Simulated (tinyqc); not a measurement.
# Tunnelling through a gate dielectric, WKB transmission and Tsu-Esaki current, step by step

Computed by the program tinyqc: `OMP_NUM_THREADS=1 python tinyqc.py 2540030 2540031 out.jsonl`, one thread of a shared Intel Xeon 2.30GHz, about 0.02 s for the whole run. Printed values are rounded.

Electrons leave the emitter at x = 0. Energies E (motion across the layers) are in eV from the emitter Fermi level; the collector Fermi level lies at -V and offers states at every E. No charge in the dielectric and no image force: F1 = V/t1, U = phi1 - F1 x. With C = hbar^2/(2 m0), kappa = sqrt(m (U - E)/C) where U > E and 0 elsewhere; T(E) = exp(-S), S = 2 times the integral of kappa over x.

Values chosen for this exercise; dielectric values close to those of silicon dioxide: temperature T = 300 K; Fermi energy of the emitter above its band bottom Ef = 0.26 eV; emitter mass in the supply function me = 1 m0; barrier of layer 1 above the emitter Fermi level at zero bias phi1 = 3.21 eV; tunnelling mass of layer 1 m1 = 0.52 m0; thickness of layer 1 t1 = 4.4 nm; voltage across the dielectric V = 5.2 V; energy of the electron followed E = 0 eV; cells in each layer nc = 6; lower end of the energy grid Ea = -0.26 eV; upper end of the energy grid Eb = 0.33 eV; points of the energy grid nE = 15.

Constants: q = 1.602176634e-19 C, kB = 1.380649e-23 J/K, hbar = 1.054571817e-34 J s, m0 = 9.1093837015e-31 kg, Vt = kB T/q, hbar^2/(2 m0) = 0.0380998212 eV nm^2. Results are converted to the units shown.

Range of the model: The field of 11.8 MV/cm is more than most gate dielectrics sustain; the model ignores breakdown.

## Fields and band edges

F1 = V/t1, U = phi1 - F1 x.

F1 = 11.8182 MV/cm
U at x = t1 = -1.99 eV

## WKB exponent by the midpoint rule

Cut each layer into nc equal cells, take U and kappa at the cell centres, and sum S = 2 sum kappa h.

```
cell   x (nm)    U (eV)  kappa (1/nm)
0     0.36667   2.77667       6.15605
1     1.10000   1.91000       5.10572
2     1.83333   1.04333       3.77356
3     2.56667   0.17667       1.55281
4     3.30000  -0.69000       0.00000
5     4.03333  -1.55667       0.00000
```

S = 24.3293
T(E) = 2.71601e-11

## WKB exponent in closed form

Each layer adds (2/F) sqrt(m/C) [G(u at its left edge) - G(u at its right edge)] to S, with u = U - E (0 where negative) and G(u) = (2/3) u^1.5. The slope follows from 1/d = -dS/dE.

S = 23.9710
T(E) = 3.88629e-11
energy d over which T(E) grows by a factor e = 0.089275 eV

The midpoint rule gives S = 24.329, so its T(E) is 30 % below this value. The band edge of layer 1 drops below E inside the layer: the barrier there is triangular (the Fowler-Nordheim case).

## Current density on a coarse energy grid

J = J0 times the integral of T(E) N(E) dE, N = ln[(1 + exp(-E/Vt))/(1 + exp((-E - V)/Vt))], J0 = q^2 me m0 kB T/(2 pi^2 hbar^3) (times 1e-4 for A/cm^2 per eV), by Simpson's rule on nE equally spaced points from Ea to Eb.

```
point     E (eV)         T(E)           N       T(E) N
0      -0.260000  1.99267e-12     10.0573  2.00409e-11
1      -0.217857  3.25043e-12     8.42731  2.73924e-11
2      -0.175714  5.28620e-12     6.79805  3.59359e-11
3      -0.133571  8.57109e-12     5.17246  4.43336e-11
4      -0.091429  1.38551e-11     3.56531  4.93978e-11
5      -0.049286  2.23283e-11     2.04501  4.56616e-11
6      -0.007143  3.58730e-11    0.840809  3.01623e-11
7       0.035000  5.74559e-11    0.229715  1.31985e-11
8       0.077143  9.17378e-11   0.0493511  4.52736e-12
9       0.119286  1.46016e-10  0.00986155  1.43994e-12
10      0.161429  2.31675e-10  0.00193954  4.49343e-13
11      0.203571  3.66419e-10  3.80249e-4  1.39331e-13
12      0.245714  5.77679e-10  7.45016e-5  4.30380e-14
13      0.287857  9.07810e-10  1.45952e-5  1.32497e-14
14      0.330000   1.42198e-9  2.85919e-6  4.06570e-15
```

J0 = 4.18366e8 A/(cm^2 eV)
J = 0.00464163 A/cm^2

The integrand peaks at E = -0.0914 eV among these points. A converged quadrature from -Ef to above the barrier gives 0.004642 A/cm^2; this grid is within 0.01 % of that.
